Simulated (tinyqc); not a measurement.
From results back to parameters: periodic multilayer mirror for extreme ultraviolet light. Two cases, with inputs chosen for the exercise.

Problem. With a mean index 1 - dm the Bragg wavelength is lam_B = 2 L sqrt((1 - dm)^2 - sin^2 theta). It is given at 0 degrees and at th2; L and dm are hidden. Then the absorber share is Gm = (dm - delta_S)/(delta_A - delta_S), with the first entries of dS and dA; L is the period.

Find: L; dm; Gm.

Method. The difference of the squares is 4 L^2 sin^2(th2); then 1 - dm = lam_B(0)/(2 L).

Case 1.

Values chosen (out of a larger set: optical constants near those of Mo and Si at 13.5 nm; not measured data): th2 = 15 degrees (second angle); dA = (0.0754, 0.00615) (delta and beta of the absorber, N = 1 - delta + i beta); dS = (0.001, 0.00177) (delta and beta of the spacer and the substrate).

lam_B at 0 = 13.359500 nm
lam_B at th2 = 12.867433 nm

Solution.

L = 6.940 nm
dm = 0.0375
Gm = 0.49

Case 2.

Values chosen (out of a larger set: optical constants near those of Mo and Si at 13.5 nm; not measured data): th2 = 10 degrees (second angle); dA = (0.0781, 0.00687) (delta and beta of the absorber, N = 1 - delta + i beta); dS = (0.001, 0.00195) (delta and beta of the spacer and the substrate).

lam_B at 0 = 13.377264 nm
lam_B at th2 = 13.162771 nm

Solution.

L = 6.870 nm
dm = 0.0264
Gm = 0.33

Computed by tinyqc, one run a case: `OMP_NUM_THREADS=1 python tinyqc.py N N+1 out.jsonl` with N = 1681601, 1681611; one thread of a shared Intel(R) Xeon(R) Processor @ 2.30GHz, about 0.01 s a run at most.
